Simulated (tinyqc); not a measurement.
Lattice sites along [100]: pair of shallow donors (hydrogen-like orbitals).

Each donor has the orbital exp(-r/a); energy unit Ha* = q/(eps a), q = e^2/(4 pi eps0), so that a lone donor is bound by Ha*/2; x = R/a. One electron: S = (1 + x + x^2/3) exp(-x), j = 1/x - (1 + 1/x) exp(-2x), k = (1 + x) exp(-x); levels E(+/-) = -1/2 - (j +/- k)/(1 +/- S) in Ha*, without the repulsion of the ions, split by D = |E(-) - E(+)|. In six valleys the overlaps S and k are multiplied by v = [cos(K Rx) + cos(K Ry) + cos(K Rz)]/3, K = k0 (2 pi/a_lat), for isotropic envelopes and the symmetric valley state.

Two electrons, Heitler-London: with S' = (1 - x + x^2/3) exp(x), C = 1/x - exp(-2x)(1/x + 11/8 + 3x/4 + x^2/6), X = (1/5){exp(-2x)(25/8 - 23x/4 - 3x^2 - x^3/3) + (6/x)[S^2 (0.5772157 + ln x) + S'^2 Ei(-4x) - 2 S S' Ei(-2x)]}, Q = C - 2j + 1/x and A = X - 2 S k + S^2/x, the singlet and triplet lie at (Q +/- w A)/(1 +/- w S^2) from two lone donors, with the valley weight w = v^2; the exchange is J = triplet - singlet.

Constants: e^2/(4 pi eps0) = 14.39964547 eV angstrom.

Parameters, chosen for this exercise (near those of two donors in Si; the results hold for these values, not for the real material):
- a = 18.6 angstrom (orbital radius)
- eps = 11.3 (dielectric constant)
- a_lat = 5.431 angstrom (lattice constant)
- k0 = 0.858 2 pi/a_lat (valley position)
- sites = ((12, 0, 0), (13, 0, 0), (14, 0, 0), (15, 0, 0), (16, 0, 0), (17, 0, 0), (18, 0, 0), (19, 0, 0), (20, 0, 0)) a_lat (positions of the second donor)

D and J for each site, and for v = 1.

Cases:
```
site
(12, 0, 0)
(13, 0, 0)
(14, 0, 0)
(15, 0, 0)
(16, 0, 0)
(17, 0, 0)
(18, 0, 0)
(19, 0, 0)
(20, 0, 0)
```

Rank the cases by J (micro-eV), lowest first.

Answer: (18, 0, 0), (19, 0, 0), (17, 0, 0), (20, 0, 0), (16, 0, 0), (15, 0, 0), (12, 0, 0), (14, 0, 0), (13, 0, 0).

Results:
```
site        R (angstrom)      v  D (meV)  J (micro-eV)  J for v = 1
(12, 0, 0)          65.2  0.572     4.96           903     2.77e+03
(13, 0, 0)          70.6  0.856     6.20      1.35e+03     1.84e+03
(14, 0, 0)          76.0  0.999     5.89      1.21e+03     1.21e+03
(15, 0, 0)          81.5  0.895     4.21           629          786
(16, 0, 0)          86.9  0.621     2.32           195          505
(17, 0, 0)          92.3  0.381     1.13          46.7          322
(18, 0, 0)          97.8  0.354    0.839          25.5          204
(19, 0, 0)         103.2  0.560     1.05          40.2          128
(20, 0, 0)         108.6  0.845     1.26          57.2         80.1
```

Over these sites the envelope alone changes J by a factor 34.6, and the valley factor v^2 by 7.98; J runs from 25.5 at (18, 0, 0) to 1.35e+03 micro-eV at (13, 0, 0). Along [100] four valleys keep their phase, so v = (2 + cos)/3 stays between 1/3 and 1. J does not fall steadily with distance.

Computed by tinyqc, a small Python program: `OMP_NUM_THREADS=1 python tinyqc.py 1281441 1281442 out.jsonl` (the numbers bound the seed that draws the inputs); one thread of a shared host (Intel(R) Xeon(R) Processor @ 2.30GHz), about 0.01 s for the whole set of steps.
